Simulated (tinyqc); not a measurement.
Wavelength: periodic multilayer mirror for extreme ultraviolet light.

s polarisation, vacuum above. q_j = sqrt(N_j^2 - sin^2 theta); interface r_jk = (q_j - q_k)/(q_j + q_k) exp(-2 (2 pi/lam)^2 q_j q_k sg^2) (Nevot-Croce; sg = 0 if not given); phase factor of a layer x_j = exp(4 pi i q_j d_j/lam). Each period has the spacer (thickness (1 - Gm) L) on top of the absorber (Gm L). In this recursion R is the amplitude; R in tables and results is the reflectance, its squared modulus. The substrate is of the spacer material. Starting with R = 0 in it, each interface upward gives R -> (r + R x)/(1 + r R x), x that of the layer below the interface (1 for the substrate).

Inputs chosen for the exercise (optical constants near those of Mo and Si at 13.5 nm; the results hold for these values, not for the real material): dA = (0.077, 0.00629) (delta and beta of the absorber, N = 1 - delta + i beta); dS = (0.001, 0.00185) (delta and beta of the spacer and the substrate); L = 7.03 nm (period); Gm = 0.42 (absorber share of the period); theta = 9 degrees (angle from the normal); sg = 0 nm (interface roughness); Np = 10 (periods).

The optical constants are held fixed.

Reflectance:

| lam (nm) | R |
|---|---|
| 12.9 | 0.235 |
| 13.1 | 0.300 |
| 13.2 | 0.322 |
| 13.3 | 0.336 |
| 13.4 | 0.342 |
| 13.5 | 0.341 |
| 13.6 | 0.333 |
| 13.7 | 0.317 |
| 13.8 | 0.295 |
| 13.9 | 0.267 |
| 14.0 | 0.234 |
| 14.1 | 0.197 |
| 14.2 | 0.159 |
| 14.3 | 0.121 |

Give the missing row, lam (nm) = 13.0.

Computed row:
```
lam (nm)      R
13.0      0.271
```

The largest value listed is 0.342 at 13.4 nm, against lam_B = 2 L Re(mean q) = 13.418 nm. R exceeds half of that from 12.9 to 14.1 nm of the wavelengths listed, at least 8.8 % of the wavelength; a chain of ten mirrors narrows it, since R^10 falls to half where R has lost only 7 %.

Run: tinyqc, `OMP_NUM_THREADS=1 python tinyqc.py 1681044 1681045 out.jsonl`; Intel(R) Xeon(R) Processor @ 2.30GHz, one thread, shared host; about 0.01 s of CPU time with all checks.
